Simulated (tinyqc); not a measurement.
Raising U: Hubbard ring of 5 sites, mean field against exact. Computed by the program tinyqc. Collinear unrestricted mean field (the lowest of 40 random starts) against exact diagonalisation.

one-body matrix (hopping and site energies) (eV):
```
         1        2        3        4        5
1   0.0000  -0.9800   0.0000   0.0000  -0.9800
2  -0.9800   0.0000  -0.9800   0.0000   0.0000
3   0.0000  -0.9800   0.0000  -0.9800   0.0000
4   0.0000   0.0000  -0.9800   0.0000  -0.9800
5  -0.9800   0.0000   0.0000  -0.9800   0.0000
```

electrons, up and down: 3  2

Exact and mean-field results (eV):
```
U          U/t   E exact  E mean field  mean |n_up - n_down|  double occupancy, exact  first gap in the sector
0.490    0.500  -5.17144      -5.15262                 0.200                    0.221                    0.000
0.980    1.000  -4.65259      -4.57609                 0.220                    0.202                    0.000
1.960    2.000  -3.76322      -3.46154                 0.335                    0.161                    0.000
2.940    3.000  -3.07027      -2.52303                 0.611                    0.123                    0.000
3.920    4.000  -2.54808      -1.92608                 0.787                    0.092                    0.000
5.880    6.000  -1.85992      -1.29716                 0.909                    0.053                    0.000
7.840    8.000  -1.44774      -0.97606                 0.949                    0.033                    0.000
11.760  12.000  -0.99349      -0.65218                 0.978                    0.016                    0.000
19.600  20.000  -0.60555      -0.39175                 0.992                    0.006                    0.000
```

What does the comparison show, and why?

In absolute terms mean field is worst at U/t = 4.0, 0.622 eV too high: at small U it is nearly exact, and at large U it misses only exchange-scale energies. Relative to the exact energy its error is 0.4 % at the smallest U, 35 % at most and 35 % at the largest. The double occupancy falls from 0.221 to 0.006; the lowest level is degenerate at every U, so the first gap stays zero.
